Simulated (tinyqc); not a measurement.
Scattering rates of a carrier in a spherical band by Fermi's golden rule: one step, computed by the program tinyqc. Command: `OMP_NUM_THREADS=1 python tinyqc.py 3010288 3010289 out.jsonl scatter walk`. One thread of a shared host (Intel(R) Xeon(R) Processor @ 2.30GHz), about 0.01 s of CPU time with the checks.

All processes here are isotropic or elastic, and the rate listed is the momentum relaxation rate.

Task: The band at energy E. Parabolic band: E = hbar^2 k^2/(2 m), speed v = hbar k/m, states per spin, volume and energy g(E) = m k/(2 pi^2 hbar^2). Masses are multiplied by m_0 and all formulas are in SI units.

Inputs (values chosen for the exercise, modelled on holes in silicon): density-of-states mass of one valley m = 0.511 m_0; carrier energy E = 11 meV.

Crystal: non-polar. Band: parabolic. Impurity formula: Brooks-Herring. Further scattering: none.

Constants: m_0 = 9.1093837015e-31 kg; e = 1.602176634e-19 C; hbar = 1.054571817e-34 J s.

Give: wave number k; speed v; g(E).

Result:

wave number k = 0.38410 1/nm

speed v = 87018 m/s

g(E) = 1.3049e+20 1/(eV cm^3)
